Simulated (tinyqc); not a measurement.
# Worked calculation: ballistic Schottky-barrier transistor with a one-dimensional channel, WKB contacts

Program tinyqc, `OMP_NUM_THREADS=1 python tinyqc.py 2390029 2390030 out.jsonl`; Intel Xeon 2.30GHz, shared host, one thread, about 0.05 s. Printed values are rounded.

Source Fermi level 0, drain Fermi level -Vd. Far from the contacts Ec = pn - psi, and the gate moves psi one to one; the band edges relax as exp(-x/lam) from pn at the source and pn - Vd at the drain; Ev = Ec - Eg. A carrier of energy w inside the channel band meets at a contact a barrier of height D (the contact edge beyond the channel edge): T = 1 for w >= D, else exp(-S), S = 4 lam sqrt(m/C) [sqrt(D - w) - sqrt(w) arctan sqrt((D - w)/w)], C = hbar^2/(2 m0). The two contacts combine as Ts Td/(Ts + Td - Ts Td).

Values chosen for this exercise; channel values close to those of a silicon nanowire with silicide contacts:
- T = 300 K (temperature)
- Eg = 1.12 eV (band gap)
- pn = 0.73 eV (barrier for electrons at both contacts)
- mn = 0.19 m0 (electron mass)
- mp = 0.26 m0 (hole mass)
- g = 2 (valleys or subbands)
- lam = 2.2 nm (screening length at the contacts)
- Vd = 0.5 V (drain bias)
- ps = -0.26 V (band shift psi of the channel by the gate)
- w0 = 0.31 eV (energy of one carrier inside the channel band)
- wm = 0.94 eV (upper end of the grid)
- nE = 13 (points of the grid)

Constants: q = 1.602176634e-19 C, kB = 1.380649e-23 J/K, hbar = 1.054571817e-34 J s, h = 6.62607015e-34 J s, m0 = 9.1093837015e-31 kg, Vt = kB T/q, hbar^2/(2 m0) = 0.0380998212 eV nm^2. Results are converted to the units shown.

Range of the model: No scattering, image-force lowering, channel charge or band-to-band tunnelling; parabolic kappa overstates S deep in the gap.

## Band edges and barriers

Electrons: Ds = psi, Dd = psi - Vd, Es = Ec, Ed = Ec + Vd. Holes: Ds = -psi, Dd = Vd - psi, Es = -Ev, Ed = -Ev - Vd. The size of each current is taken; both flow from drain to source and add.

Ec = 0.99 eV
Ev = -0.13 eV
D for electrons (eV): source -0.260000, drain -0.760000
D for holes (eV): source 0.260000, drain 0.760000

A negative D is no barrier. Here the holes carry the larger current.

## Transmission of one of the holes

S and T at both contacts for w = w0, and the tunnelling distance lam ln(D/w) at the higher barrier.

S at the source = 0
S at the drain = 4.18279
combined T = 0.0152559
tunnelling distance = 1.97284 nm

## Current of the holes on a coarse grid

I = g (2 q^2/h) int T(w) [f(Es + w) - f(Ed + w)] dw, f(y) = 1/(1 + exp(y/Vt)). Electrons: Ds = psi, Dd = psi - Vd, Es = Ec, Ed = Ec + Vd. Holes: Ds = -psi, Dd = Vd - psi, Es = -Ev, Ed = -Ev - Vd. The size of each current is taken; both flow from drain to source and add. Simpson's rule on nE equally spaced w from 0 to wm.

```
point,w (eV),Ts,Td,T,size of the supply difference
0,0.000000,8.11492e-6,1.97879e-9,1.97830e-9,0.993494
1,0.078333,0.0323846,1.71033e-5,1.70946e-5,0.999671
2,0.156667,0.306281,3.89153e-4,3.88811e-4,0.999724
3,0.235000,0.885818,0.00327090,0.00326952,0.994632
4,0.313333,1,0.0162010,0.0162010,0.899526
5,0.391667,1,0.0565173,0.0565173,0.301934
6,0.470000,1,0.151687,0.151687,0.0204688
7,0.548333,1,0.328662,0.328662,0.00100854
8,0.626667,1,0.589046,0.589046,4.87718e-5
9,0.705000,1,0.874607,0.874607,2.35639e-6
10,0.783333,1,1,1,1.13843e-7
11,0.861667,1,1,1,5.50001e-9
12,0.940000,1,1,1,2.65718e-10
```

current = 0.480933 uA

A converged quadrature gives 0.4723 uA; this grid is 1.8 % above that. Under 0.001 % of it passes over both barriers, the rest tunnels. The other carrier adds 9.36e-17 uA.
